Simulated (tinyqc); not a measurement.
Five-level k.p model folded onto the conduction band: one step. Mass and g factor term by term. Three cases, with inputs chosen for the exercise.

Question. Evaluate at E = Eg.

Second-order sums for the lowest conduction level at E: 1/m = 1 + Cm + (Ep/3)(2/E + 1/(E + Dso)) - (Ep2/3)(2/(E7 + D2 - E) + 1/(E7 - E)); g/2 = 1 + Cg - (Ep/3)(1/E - 1/(E + Dso)) - (Ep2/3)(1/(E7 - E) - 1/(E7 + D2 - E)). E is counted from the top of the valence band; E = Eg at the edge.

Give: Terms; m; g.

Case 1.

Values chosen (near those of ZnSe; not measured data): Eg = 2.838 eV (gap at Gamma to the s-like level); Dso = 0.41 eV (spin-orbit splitting); Ep = 24.8 eV (Kane energy); E7 = 7.29 eV (upper Gamma7 conduction level, from the valence top); D2 = 0.09 eV (its spin-orbit splitting, Gamma8 above Gamma7); Ep2 = 1.2 eV (Kane energy to the upper levels); Cm = -2.6 (remote term in 1/m); Cg = 0 (remote term in g/2).

Answer.

Terms:
```
level           part of 1/m  part of g
free + remote       -1.6000     2.0000
Gamma8 valence       5.8257    -5.8257
Gamma7 valence       2.5452     5.0903
Gamma8 upper        -0.1761     0.1761
Gamma7 upper        -0.0898    -0.1797
```

m = 0.1537 m0
g = 1.261

The valence levels give 8.37 to 1/m and the upper levels take 0.27 away. In g the two valence terms nearly cancel when Dso is small against Eg; here Dso/Eg = 0.14 and they leave -0.735, the upper pair -0.004.

Case 2.

Values chosen (near those of InAs; not measured data): Eg = 0.407 eV (gap at Gamma to the s-like level); Dso = 0.402 eV (spin-orbit splitting); Ep = 22.5 eV (Kane energy); E7 = 4.53 eV (upper Gamma7 conduction level, from the valence top); D2 = 0.14 eV (its spin-orbit splitting, Gamma8 above Gamma7); Ep2 = 4.1 eV (Kane energy to the upper levels); Cm = -2 (remote term in 1/m); Cg = 0 (remote term in g/2).

Answer.

Terms:
```
level           part of 1/m  part of g
free + remote       -1.0000     2.0000
Gamma8 valence      36.8550   -36.8550
Gamma7 valence       9.2707    18.5414
Gamma8 upper        -0.6412     0.6412
Gamma7 upper        -0.3315    -0.6629
```

m = 0.0226 m0
g = -16.335

The valence levels give 46.13 to 1/m and the upper levels take 0.97 away. In g the two valence terms nearly cancel when Dso is small against Eg; here Dso/Eg = 0.99 and they leave -18.314, the upper pair -0.022.

Case 3.

Values chosen (near those of GaSb; not measured data): Eg = 0.85 eV (gap at Gamma to the s-like level); Dso = 0.754 eV (spin-orbit splitting); Ep = 25.5 eV (Kane energy); E7 = 3.23 eV (upper Gamma7 conduction level, from the valence top); D2 = 0.32 eV (its spin-orbit splitting, Gamma8 above Gamma7); Ep2 = 6.8 eV (Kane energy to the upper levels); Cm = 2.1 (remote term in 1/m); Cg = 0 (remote term in g/2).

Answer.

Terms:
```
level           part of 1/m  part of g
free + remote        3.1000     2.0000
Gamma8 valence      20.0000   -20.0000
Gamma7 valence       5.2993    10.5985
Gamma8 upper        -1.6790     1.6790
Gamma7 upper        -0.9524    -1.9048
```

m = 0.0388 m0
g = -7.627

The valence levels give 25.30 to 1/m and the upper levels take 2.63 away. In g the two valence terms nearly cancel when Dso is small against Eg; here Dso/Eg = 0.89 and they leave -9.401, the upper pair -0.226.

Computed by tinyqc, one run a case: `OMP_NUM_THREADS=1 python tinyqc.py N N+1 out.jsonl` with N = 1080675, 1080678, 1080717; one thread of a shared Intel(R) Xeon(R) Processor @ 2.30GHz, about 0.01 s a run at most.
